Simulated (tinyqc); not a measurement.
## Well width for a wanted wavelength

Question. The layer is x parts of the first compound and 1 - x of the second, grown coherently on the third as substrate and barrier. Rows of the table: lattice constant a, average valence level Ea on an absolute scale, spin-orbit splitting so, gaps at Gamma, X and L, hydrostatic deformation potentials av and ac (Gamma), shear potential b, elastic constants, electron and heavy-hole (along z) masses. All are interpolated linearly in x; gaps get -C x (1 - x), taken wholly in the conduction band; real line-ups can differ from this model by 0.1 eV or more. In-plane strain e = (a_substrate - a)/a, e_z = -2 (c12/c11) e, volume change 2 e + e_z. With v = 2 e + e_z and d = 2 b (e_z - e): Eav = Ea + av v; E_hh = Eav + so/3 - d/2; E_lh = Eav - so/6 + d/4 + sqrt(so^2 + so d + 9 d^2/4)/2; E_c = Ea + so/3 + EG + ac v (Gamma). Substrate: E_v = Ea + so/3, E_c = E_v + EG. Well depths: dEc = E_c(substrate) - E_c, dEhh = E_hh - E_v(substrate), dElh likewise; strained Gamma gap E_c - max(E_hh, E_lh); positive values confine carriers in the layer. Lowest level of a finite well of width Lw and depth V: kw Lw/2 = arctan(sqrt((mw/mb)(V - E)/E)), kw = sqrt(mw E/C), C = hbar^2/(2 m0), for electrons (dEc) and heavy holes (dEhh), mb from the substrate; transition E_c - E_hh + both levels, without exciton binding; wavelength h c/E. Find Lw and the two levels.

Inputs (values chosen for the exercise):

| symbol | value | unit | meaning |
|---|---|---|---|
| x | 0.62 |  | fraction of the first compound in the layer |
| CG | 0.477 | eV | bowing of the Gamma gap |
| CX | 1.4 | eV | bowing of the X gap |
| CL | 0.33 | eV | bowing of the L gap |

Constants: q = 1.602176634e-19 C, hbar = 1.054571817e-34 J s, h = 6.62607015e-34 J s, m0 = 9.1093837015e-31 kg, c = 299792458 m/s, hbar^2/(2 m0) = 0.0380998212 eV nm^2. Results are converted to the units shown.

Binary compounds, values chosen for the exercise:
```
              close to InAs  close to GaAs  close to InP
a (angstrom)          6.058          5.653         5.869
Ea (eV)               -6.67          -6.92         -7.04
so (eV)               0.383          0.342          0.11
EG (eV)               0.359           1.42          1.34
EX (eV)                1.38           1.88           2.2
EL (eV)                1.08            1.7          1.95
av (eV)               0.997           1.16          1.29
ac (eV)               -5.07          -7.11         -5.07
b (eV)                -1.79          -1.72         -1.68
c11 (GPa)              83.8            121           101
c12 (GPa)              45.8           53.7          56.5
me (m0)               0.023         0.0664        0.0801
mh (m0)               0.335          0.345         0.526
```

wavelength = 1768.0593 nm

Solution. Both levels fall steadily as the well widens, so the wavelength rises steadily and one width matches.

Lw = 13.9 nm
electron level = 26.4 meV
heavy-hole level = 4.76 meV

Program tinyqc, `OMP_NUM_THREADS=1 python tinyqc.py 2690019 2690020 out.jsonl`; Intel Xeon 2.30GHz, shared host, one thread, about 0.01 s.
